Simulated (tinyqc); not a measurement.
Mesh size and shift: special k points of the hexagonal lattice.

Lattice vectors in units of a: a1 = (1, 0), a2 = (-1/2, sqrt(3)/2); reciprocal vectors b_i with a_i . b_j = 2 pi delta_ij. Mesh: k = sum_i f_i b_i with f_i = (2 j_i + shift)/(2 N), j_i = 0 .. N-1. The point group of the lattice has 12 operations; only those that map the mesh onto itself are used.

A_m(k) = sum over the m-th star of lattice vectors R of cos(k . R), stars in order of length: m = 1: |R|^2 = 1, 6 vectors, such as (1, 1) in the basis a_i; m = 2: |R|^2 = 3, 6 vectors, such as (2, 1) in the basis a_i; m = 3: |R|^2 = 4, 6 vectors, such as (2, 2) in the basis a_i; m = 4: |R|^2 = 7, 12 vectors, such as (3, 2) in the basis a_i; m = 5: |R|^2 = 9, 6 vectors, such as (3, 3) in the basis a_i; m = 6: |R|^2 = 12, 6 vectors, such as (4, 2) in the basis a_i. The zone mean of every A_m is zero.

Test function, the lower band of a two-band insulator: E(k) = -sqrt(D^2 + (e0 - t A_1(k))^2).

Inputs chosen for the exercise:
- D = 1.31 eV (half gap term)
- t = 0.44 eV (coupling)
- e0 = 1.27 eV (offset)

Errors of the mean of E against the unshifted mesh with N = 96. The fifth column is |R|^2 of the shortest star with a non-zero mean.

Meshes:

| mesh | points | irreducible | operations | \|R\|^2 missed | error (meV) |
|---|---|---|---|---|---|
| 2 Gamma | 4 | 2 | 12 | 4.00 | -304.409 |
| 2 shifted | 4 | 2 | 4 | 4.00 | 115.475 |
| 3 Gamma | 9 | 3 | 12 | 9.00 | -14.257 |
| 3 shifted | 9 | 4 | 4 | 9.00 | 3.582 |
| 4 Gamma | 16 | 4 | 12 | 16.00 | 10.504 |
| 4 shifted | 16 | 6 | 4 | 16.00 | -3.374 |
| 5 Gamma | 25 | 5 | 12 | 25.00 | 0.629 |
| 5 shifted | 25 | 9 | 4 | 25.00 | -0.226 |
| 6 Gamma | 36 | 7 | 12 | 36.00 | -0.878 |
| 6 shifted | 36 | 12 | 4 | 36.00 | 0.295 |
| 8 Gamma | 64 | 10 | 12 | >36 | 0.095 |
| 8 shifted | 64 | 20 | 4 | >36 | -0.032 |
| 10 Gamma | 100 | 14 | 12 | >36 | -0.012 |
| 10 shifted | 100 | 30 | 4 | >36 | 0.004 |

reference mean = -2.05771 eV

What can be read from this table?

The shifted mesh has the smaller error for 7 of 7 values of N and the larger for 0. The cheapest mesh within 1 meV is 5 Gamma, with 5 irreducible points. A mesh misses the lattice vectors N (n1 a1 + n2 a2 + ...); the half shift gives each the sign (-1)^(n1 + n2 + ...), so the 6 shortest ones add up to -2 in place of 6. The shift lowers the symmetry; it leaves more irreducible points for N = 3, 4, 5, 6, 8 and 10.

(tinyqc, `OMP_NUM_THREADS=1 python tinyqc.py 1651339 1651340 out.jsonl`, Intel(R) Xeon(R) Processor @ 2.30GHz, 1 thread, shared host, about 0.09 s.)
